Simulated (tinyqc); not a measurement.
Inside a calculation. Method: MP2 on RHF in the 3-21g basis, for H3-, spin multiplicity 1. The basis has no diffuse functions, so it cannot describe the extra electron: this is an exercise in the method, not the real anion. Computed by tinyqc, a small Python program that keeps every step (integrals from PySCF). Settings: charge = -1, multiplicity = 1, basis = 3-21g, method = RHF, energy threshold = 1e-10, iteration cap = 74, orthogonalisation = canonical, start = atomic densities, DIIS depth = 6. Command: `OMP_NUM_THREADS=1 python tinyqc.py 29923 29924 out.jsonl` (the two numbers bound the seeds that draw the settings). One thread of a shared host (Intel(R) Xeon(R) Processor @ 2.60GHz), about 0.1 s of CPU time with the checks. The early iterations of the SCF are left out here.

## One-electron integrals

Geometry (angstrom):
```
atom         x         y          z
H     0.000000  0.000000   0.000000
H     0.000000  0.000000   0.992000
H     0.000000  0.000000  -0.992000
```

Basis 3-21g: exponents (1/bohr^2) and contraction coefficients of normalised primitives:
```
element  l (shell)  exponent  coefficient
H            s (1)  5.447178     0.156285
H            s (1)  0.824547     0.904691
H            s (2)  0.183192     1.000000
```

Overlap, kinetic and nuclear-attraction integrals over the contracted functions; the nuclear repulsion is the sum of Za Zb / Rab.

nuclear repulsion = 1.33361192 hartree

overlap S, order 1H 1s, 1H 2s, 2H 1s, 2H 2s, 3H 1s, 3H 2s:
$$\begin{pmatrix}
1.000000 & 0.645899 & 0.204905 & 0.379634 & 0.204905 & 0.379634 \\
0.645899 & 1.000000 & 0.379634 & 0.724783 & 0.379634 & 0.724783 \\
0.204905 & 0.379634 & 1.000000 & 0.645899 & 0.002497 & 0.077265 \\
0.379634 & 0.724783 & 0.645899 & 1.000000 & 0.077265 & 0.275951 \\
0.204905 & 0.379634 & 0.002497 & 0.077265 & 1.000000 & 0.645899 \\
0.379634 & 0.724783 & 0.077265 & 0.275951 & 0.645899 & 1.000000
\end{pmatrix}$$

kinetic energy T (hartree), order 1H 1s, 1H 2s, 2H 1s, 2H 2s, 3H 1s, 3H 2s:
$$\begin{pmatrix}
1.549405 & 0.293152 & -0.010428 & 0.111104 & -0.010428 & 0.111104 \\
0.293152 & 0.274788 & 0.111104 & 0.156424 & 0.111104 & 0.156424 \\
-0.010428 & 0.111104 & 1.549405 & 0.293152 & -0.008900 & -0.014522 \\
0.111104 & 0.156424 & 0.293152 & 0.274788 & -0.014522 & 0.010741 \\
-0.010428 & 0.111104 & -0.008900 & -0.014522 & 1.549405 & 0.293152 \\
0.111104 & 0.156424 & -0.014522 & 0.010741 & 0.293152 & 0.274788
\end{pmatrix}$$

nuclear attraction V (hartree), order 1H 1s, 1H 2s, 2H 1s, 2H 2s, 3H 1s, 3H 2s:
$$\begin{pmatrix}
-2.787228 & -1.466676 & -0.486489 & -0.852650 & -0.486489 & -0.852650 \\
-1.466676 & -1.634072 & -0.791389 & -1.146960 & -0.791389 & -1.146960 \\
-0.486489 & -0.791389 & -2.520795 & -1.296945 & -0.006282 & -0.163472 \\
-0.852650 & -1.146960 & -1.296945 & -1.424906 & -0.163472 & -0.450924 \\
-0.486489 & -0.791389 & -0.006282 & -0.163472 & -2.520795 & -1.296945 \\
-0.852650 & -1.146960 & -0.163472 & -0.450924 & -1.296945 & -1.424906
\end{pmatrix}$$

core Hamiltonian H = T + V (hartree), order 1H 1s, 1H 2s, 2H 1s, 2H 2s, 3H 1s, 3H 2s:
$$\begin{pmatrix}
-1.237824 & -1.173525 & -0.496916 & -0.741547 & -0.496916 & -0.741547 \\
-1.173525 & -1.359284 & -0.680285 & -0.990536 & -0.680285 & -0.990536 \\
-0.496916 & -0.680285 & -0.971391 & -1.003793 & -0.015182 & -0.177994 \\
-0.741547 & -0.990536 & -1.003793 & -1.150118 & -0.177994 & -0.440184 \\
-0.496916 & -0.680285 & -0.015182 & -0.177994 & -0.971391 & -1.003793 \\
-0.741547 & -0.990536 & -0.177994 & -0.440184 & -1.003793 & -1.150118
\end{pmatrix}$$

## Two-electron integrals

Functions are numbered as in S; the eight-fold symmetry (ij|kl) = (ji|kl) = (kl|ij) leaves the list below.

Two-electron integrals (ij|kl) in chemists' order, unique and non-zero (hartree):
```
(11|11) 1.140145   (21|11) 0.611403   (21|21) 0.345152   (22|11) 0.626370
(22|21) 0.380329   (22|22) 0.482957   (31|11) 0.174522   (31|21) 0.101378
(31|22) 0.116498   (31|31) 0.043271   (32|11) 0.227221   (32|21) 0.140381
(32|22) 0.182883   (32|31) 0.065341   (32|32) 0.118595   (33|11) 0.527334
(33|21) 0.334093   (33|22) 0.457976   (33|31) 0.174522   (33|32) 0.349948
(33|33) 1.140145   (41|11) 0.349948   (41|21) 0.198746   (41|22) 0.221226
(41|31) 0.065341   (41|32) 0.092837   (41|33) 0.227221   (41|41) 0.118595
(42|11) 0.416060   (42|21) 0.255121   (42|22) 0.332133   (42|31) 0.091856
(42|32) 0.156480   (42|33) 0.416060   (42|41) 0.156480   (42|42) 0.253702
(43|11) 0.334093   (43|21) 0.210245   (43|22) 0.287064   (43|31) 0.101378
(43|32) 0.198746   (43|33) 0.611403   (43|41) 0.140381   (43|42) 0.255121
(43|43) 0.345152   (44|11) 0.457976   (44|21) 0.287064   (44|22) 0.396614
(44|31) 0.116498   (44|32) 0.221226   (44|33) 0.626370   (44|41) 0.182883
(44|42) 0.332133   (44|43) 0.380329   (44|44) 0.482957   (51|11) 0.174522
(51|21) 0.101378   (51|22) 0.116498   (51|31) 0.022408   (51|32) 0.031307
(51|33) 0.073141   (51|41) 0.052758   (51|42) 0.067777   (51|43) 0.047175
(51|44) 0.070908   (51|51) 0.043271   (52|11) 0.227221   (52|21) 0.140381
(52|22) 0.182883   (52|31) 0.031307   (52|32) 0.046527   (52|33) 0.110974
(52|41) 0.072691   (52|42) 0.103276   (52|43) 0.071645   (52|44) 0.109652
(52|51) 0.065341   (52|52) 0.118595   (53|11) 0.002679   (53|21) 0.001470
(53|22) 0.001542   (53|31) 0.000424   (53|32) 0.000563   (53|33) 0.001315
(53|41) 0.000843   (53|42) 0.001027   (53|43) 0.000831   (53|44) 0.001137
(53|51) 0.000424   (53|52) 0.000563   (53|53) 0.000006   (54|11) 0.053416
(54|21) 0.032245   (54|22) 0.039951   (54|31) 0.007295   (54|32) 0.010584
(54|33) 0.025037   (54|41) 0.016855   (54|42) 0.023073   (54|43) 0.016148
(54|44) 0.024451   (54|51) 0.014042   (54|52) 0.023541   (54|53) 0.000131
(54|54) 0.004853   (55|11) 0.527334   (55|21) 0.334093   (55|22) 0.457976
(55|31) 0.073141   (55|32) 0.110974   (55|33) 0.266722   (55|41) 0.170636
(55|42) 0.250646   (55|43) 0.172272   (55|44) 0.265829   (55|51) 0.174522
(55|52) 0.349948   (55|53) 0.001315   (55|54) 0.065958   (55|55) 1.140145
(61|11) 0.349948   (61|21) 0.198746   (61|22) 0.221226   (61|31) 0.052758
(61|32) 0.072691   (61|33) 0.170636   (61|41) 0.110647   (61|42) 0.141271
(61|43) 0.108727   (61|44) 0.154476   (61|51) 0.065341   (61|52) 0.092837
(61|53) 0.000843   (61|54) 0.020924   (61|55) 0.227221   (61|61) 0.118595
(62|11) 0.416060   (62|21) 0.255121   (62|22) 0.332133   (62|31) 0.067777
(62|32) 0.103276   (62|33) 0.250646   (62|41) 0.141271   (62|42) 0.208346
(62|43) 0.160112   (62|44) 0.234879   (62|51) 0.091856   (62|52) 0.156480
(62|53) 0.001027   (62|54) 0.032629   (62|55) 0.416060   (62|61) 0.156480
(62|62) 0.253702   (63|11) 0.053416   (63|21) 0.032245   (63|22) 0.039951
(63|31) 0.014042   (63|32) 0.023541   (63|33) 0.065958   (63|41) 0.020924
(63|42) 0.032629   (63|43) 0.038096   (63|44) 0.043652   (63|51) 0.007295
(63|52) 0.010584   (63|53) 0.000131   (63|54) 0.002430   (63|55) 0.025037
(63|61) 0.016855   (63|62) 0.023073   (63|63) 0.004853   (64|11) 0.172848
(64|21) 0.104952   (64|22) 0.133273   (64|31) 0.032148   (64|32) 0.050467
(64|33) 0.126379   (64|41) 0.061048   (64|42) 0.091653   (64|43) 0.079216
(64|44) 0.109446   (64|51) 0.032148   (64|52) 0.050467   (64|53) 0.000425
(64|54) 0.011025   (64|55) 0.126379   (64|61) 0.061048   (64|62) 0.091653
(64|63) 0.011025   (64|64) 0.036777   (65|11) 0.334093   (65|21) 0.210245
(65|22) 0.287064   (65|31) 0.047175   (65|32) 0.071645   (65|33) 0.172272
(65|41) 0.108727   (65|42) 0.160112   (65|43) 0.111256   (65|44) 0.171280
(65|51) 0.101378   (65|52) 0.198746   (65|53) 0.000831   (65|54) 0.038096
(65|55) 0.611403   (65|61) 0.140381   (65|62) 0.255121   (65|63) 0.016148
(65|64) 0.079216   (65|65) 0.345152   (66|11) 0.457976   (66|21) 0.287064
(66|22) 0.396614   (66|31) 0.070908   (66|32) 0.109652   (66|33) 0.265829
(66|41) 0.154476   (66|42) 0.234879   (66|43) 0.171280   (66|44) 0.260522
(66|51) 0.116498   (66|52) 0.221226   (66|53) 0.001137   (66|54) 0.043652
(66|55) 0.626370   (66|61) 0.182883   (66|62) 0.332133   (66|63) 0.024451
(66|64) 0.109446   (66|65) 0.380329   (66|66) 0.482957
```

## Orthogonalisation

S = U s U^T; canonical form X = U s^(-1/2), so that X^T S X = 1. Each column of U has its largest component positive (the first on a tie).

eigenvalues of S: [0.068421, 0.275935, 0.431863, 0.747358, 1.445617, 3.030806]

X, order 1H 1s, 1H 2s, 2H 1s, 2H 2s, 3H 1s, 3H 2s:
$$\begin{pmatrix}
-0.775319 & 0.000000 & 0.739433 & 0.871211 & 0.000000 & 0.226505 \\
2.890751 & 0.000000 & -0.512548 & 0.157226 & 0.000000 & 0.312679 \\
0.279280 & -0.833186 & 0.709207 & -0.504187 & 0.461916 & 0.169879 \\
-1.658588 & 1.057272 & -0.500067 & -0.151509 & 0.364014 & 0.248148 \\
0.279280 & 0.833186 & 0.709207 & -0.504187 & -0.461916 & 0.169879 \\
-1.658588 & -1.057272 & -0.500067 & -0.151509 & -0.364014 & 0.248148
\end{pmatrix}$$

## Iteration 6 (converged): orbitals

converged F (hartree), order 1H 1s, 1H 2s, 2H 1s, 2H 2s, 3H 1s, 3H 2s:
$$\begin{pmatrix}
0.519698 & -0.261178 & -0.284725 & -0.264659 & -0.284725 & -0.264659 \\
-0.261178 & -0.117395 & -0.248826 & -0.146807 & -0.248826 & -0.146807 \\
-0.284725 & -0.248826 & 0.550437 & -0.238733 & -0.005103 & -0.094126 \\
-0.264659 & -0.146807 & -0.238733 & -0.047831 & -0.094126 & -0.117276 \\
-0.284725 & -0.248826 & -0.005103 & -0.094126 & 0.550437 & -0.238733 \\
-0.264659 & -0.146807 & -0.094126 & -0.117276 & -0.238733 & -0.047831
\end{pmatrix}$$

Diagonalise F' = X^T F X, C = X C', fill 2 alpha and 2 beta electrons from the bottom; D = 2 C_occ C_occ^T. Each column has its largest component positive (the first on a tie).

F' = X^T F X (hartree):
$$\begin{pmatrix}
1.192785 & 0.000000 & -0.102598 & -0.545259 & 0.000000 & 0.017497 \\
0.000000 & 1.436109 & 0.000000 & 0.000000 & -0.427687 & 0.000000 \\
-0.102598 & 0.000000 & 1.394958 & -0.114267 & 0.000000 & 0.003618 \\
-0.545259 & 0.000000 & -0.114267 & 1.220857 & 0.000000 & -0.012142 \\
0.000000 & -0.427687 & 0.000000 & 0.000000 & 0.158211 & 0.000000 \\
0.017497 & 0.000000 & 0.003618 & -0.012142 & 0.000000 & -0.268552
\end{pmatrix}$$

orbital energies (hartree): MO1 -0.268797, MO2 0.028283, MO3 0.630683, MO4 1.425373, MO5 1.566037, MO6 1.752790

coefficients C, order 1H 1s, 1H 2s, 2H 1s, 2H 2s, 3H 1s, 3H 2s:
$$\begin{pmatrix}
0.236387 & 0.000000 & 0.200511 & -0.750356 & 0.000000 & -1.139771 \\
0.283864 & 0.000000 & 2.034639 & 0.988914 & 0.000000 & 1.882379 \\
0.163040 & 0.199785 & -0.009686 & -0.708011 & 0.931478 & 0.579724 \\
0.266428 & 0.655620 & -1.363317 & 0.203284 & -0.905811 & -1.055733 \\
0.163040 & -0.199785 & -0.009686 & -0.708011 & -0.931478 & 0.579724 \\
0.266428 & -0.655620 & -1.363317 & 0.203284 & 0.905811 & -1.055733
\end{pmatrix}$$

D after iteration 6, order 1H 1s, 1H 2s, 2H 1s, 2H 2s, 3H 1s, 3H 2s:
$$\begin{pmatrix}
0.111757 & 0.134204 & 0.077081 & 0.125960 & 0.077081 & 0.125960 \\
0.134204 & 0.161158 & 0.092563 & 0.151259 & 0.092563 & 0.151259 \\
0.077081 & 0.092563 & 0.132992 & 0.348843 & -0.026664 & -0.175089 \\
0.125960 & 0.151259 & 0.348843 & 1.001643 & -0.175089 & -0.717706 \\
0.077081 & 0.092563 & -0.026664 & -0.175089 & 0.132992 & 0.348843 \\
0.125960 & 0.151259 & -0.175089 & -0.717706 & 0.348843 & 1.001643
\end{pmatrix}$$

## Convergence

Stop when the energy changes by less than 1e-10 hartree and every element of the error matrix X^T (F D S - S D F) X is below 3e-06.

Course of the cycle:
```
iteration  E (hartree)     change  largest element of the error matrix
1          -1.36995329          -                             2.70e-01
2          -1.53409536  -1.64e-01                             3.67e-02
3          -1.53494721  -8.52e-04                             6.35e-03
4          -1.53497011  -2.29e-05                             4.02e-04
5          -1.53497019  -7.45e-08                             4.59e-06
6          -1.53497019  -2.06e-11                             3.90e-07
```

PySCF RHF in the same basis = -1.53497019 hartree

Converged in 6 iterations.

## Integrals over molecular orbitals

(pq|rs) = sum C_ip C_jq C_kr C_ls (ij|kl), one index at a time.

one-electron integrals over orbitals h = C^T H C (hartree):
$$\begin{pmatrix}
-1.508762 & 0.000000 & -0.171423 & 0.167571 & 0.000000 & 0.042251 \\
0.000000 & -1.119307 & 0.000000 & 0.000000 & -0.222418 & 0.000000 \\
-0.171423 & 0.000000 & -0.749823 & -0.017913 & 0.000000 & 0.274789 \\
0.167571 & 0.000000 & -0.017913 & -0.219611 & 0.000000 & -0.018857 \\
0.000000 & -0.222418 & 0.000000 & 0.000000 & -0.037253 & 0.000000 \\
0.042251 & 0.000000 & 0.274789 & -0.018857 & 0.000000 & -0.055257
\end{pmatrix}$$

Two-electron integrals over orbitals (pq|rs), unique and non-zero (hartree):
```
(11|11) 0.514778    (21|21) 0.125969    (22|11) 0.425577    (22|22) 0.422403
(31|11) 0.083746    (31|22) 0.004683    (31|31) 0.072812    (32|21) -0.078311
(32|32) 0.077897    (33|11) 0.400274    (33|22) 0.365333    (33|31) 0.032254
(33|33) 0.362086    (41|11) -0.084223   (41|22) -0.068228   (41|31) -0.015050
(41|33) -0.049331   (41|41) 0.062242    (42|21) -0.053107   (42|32) 0.025665
(42|42) 0.048520    (43|11) -0.001367   (43|22) 0.015631    (43|31) -0.014343
(43|33) -0.003582   (43|41) 0.007411    (43|43) 0.019671    (44|11) 0.468264
(44|22) 0.409609    (44|31) 0.056684    (44|33) 0.369543    (44|41) -0.076855
(44|43) 0.010866    (44|44) 0.455955    (51|21) 0.057373    (51|32) -0.022338
(51|42) -0.050005   (51|51) 0.053452    (52|11) 0.094722    (52|22) 0.090346
(52|31) 0.006140    (52|33) 0.044524    (52|41) -0.057433   (52|43) 0.014525
(52|44) 0.100415    (52|52) 0.080509    (53|21) 0.008439    (53|32) -0.019408
(53|42) 0.013996    (53|51) -0.015471   (53|53) 0.022725    (54|21) -0.129755
(54|32) 0.078386    (54|42) 0.071618    (54|51) -0.076588   (54|53) 0.001691
(54|54) 0.157801    (55|11) 0.433617    (55|22) 0.435008    (55|31) 0.001874
(55|33) 0.359102    (55|41) -0.092354   (55|43) 0.022498    (55|44) 0.439745
(55|52) 0.127061    (55|55) 0.489717    (61|11) -0.036230   (61|22) 0.025909
(61|31) -0.055197   (61|33) -0.027949   (61|41) 0.010947    (61|43) 0.033275
(61|44) -0.005567   (61|52) 0.027792    (61|55) 0.045848    (61|61) 0.083181
(62|21) 0.057839    (62|32) -0.025486   (62|42) -0.042215   (62|51) 0.046253
(62|53) -0.015566   (62|54) -0.074427   (62|62) 0.047131    (63|11) -0.120317
(63|22) -0.057419   (63|31) -0.058345   (63|33) -0.061497   (63|41) 0.050578
(63|43) 0.013693    (63|44) -0.097574   (63|52) -0.041529   (63|55) -0.064834
(63|61) 0.047398    (63|63) 0.080630    (64|11) 0.032738    (64|22) -0.038944
(64|31) 0.064330    (64|33) 0.015932    (64|41) 0.009303    (64|43) -0.028431
(64|44) 0.004032    (64|52) -0.040764   (64|55) -0.071346   (64|61) -0.081352
(64|63) -0.043472   (64|64) 0.100173    (65|21) 0.109363    (65|32) -0.074267
(65|42) -0.064708   (65|51) 0.066941    (65|53) 0.000811    (65|54) -0.135204
(65|62) 0.062853    (65|65) 0.122086    (66|11) 0.541059    (66|22) 0.428121
(66|31) 0.105120    (66|33) 0.422238    (66|41) -0.122705   (66|43) -0.023203
(66|44) 0.498188    (66|52) 0.108149    (66|55) 0.452323    (66|61) -0.081943
(66|63) -0.164735   (66|64) 0.065916    (66|66) 0.638820
```

## Second-order Moller-Plesset energy

Hartree-Fock energy = -1.53497019 hartree

E2 = sum_ijab (ia|jb) [2 (ia|jb) - (ib|ja)] / (e_i + e_j - e_a - e_b) over occupied i, j and virtual a, b; the opposite-spin part is (ia|jb)^2 / denominator, the rest is same-spin, and SCS-MP2 scales them by 6/5 and 1/3.

Terms:
```
i  j  a  b    (ia|jb)    (ib|ja)  denominator       term
2  2  3  3   0.077897   0.077897    -1.204801  -0.005036
1  1  3  3   0.072812   0.072812    -1.798961  -0.002947
2  2  5  5   0.080509   0.080509    -3.075508  -0.002108
1  1  6  6   0.083181   0.083181    -4.043173  -0.001711
2  1  5  4  -0.057433  -0.050005    -3.231923  -0.001153
1  2  4  5  -0.057433  -0.050005    -3.231923  -0.001153
1  1  4  4   0.062242   0.062242    -3.388339  -0.001143
1  1  6  3  -0.055197  -0.055197    -2.921067  -0.001043
1  1  3  6  -0.055197  -0.055197    -2.921067  -0.001043
2  2  4  4   0.048520   0.048520    -2.794179  -0.000843
2  1  6  5   0.046253   0.027792    -3.559340  -0.000841
1  2  5  6   0.046253   0.027792    -3.559340  -0.000841
1  1  5  5   0.053452   0.053452    -3.669668  -0.000779
1  2  5  4  -0.050005  -0.057433    -3.231923  -0.000659
2  1  4  5  -0.050005  -0.057433    -3.231923  -0.000659
2  2  6  6   0.047131   0.047131    -3.449013  -0.000644
2  2  6  4  -0.042215  -0.042215    -3.121596  -0.000571
2  2  4  6  -0.042215  -0.042215    -3.121596  -0.000571
1  2  5  3  -0.022338   0.006140    -2.437234  -0.000466
2  1  3  5  -0.022338   0.006140    -2.437234  -0.000466
2  2  4  3   0.025665   0.025665    -1.999490  -0.000329
2  2  3  4   0.025665   0.025665    -1.999490  -0.000329
2  2  3  6  -0.025486  -0.025486    -2.326907  -0.000279
2  2  6  3  -0.025486  -0.025486    -2.326907  -0.000279
1  1  3  4  -0.015050  -0.015050    -2.593650  -0.000087
1  1  4  3  -0.015050  -0.015050    -2.593650  -0.000087
1  2  3  5   0.006140  -0.022338    -2.437234  -0.000087
2  1  5  3   0.006140  -0.022338    -2.437234  -0.000087
2  1  5  6   0.027792   0.046253    -3.559340  -0.000073
1  2  6  5   0.027792   0.046253    -3.559340  -0.000073
1  1  4  6   0.010947   0.010947    -3.715756  -0.000032
1  1  6  4   0.010947   0.010947    -3.715756  -0.000032
```

Pair energies (hartree; pair i-j sums ij and ji):
```
pair  opposite spin  same spin
1-1       -0.008905          0
2-1       -0.005665  -0.000891
2-2       -0.010989          0
```

MP2 correlation energy = -0.02645128 hartree

SCS-MP2 correlation energy = -0.03096919 hartree

MP2 total energy = -1.56142147 hartree
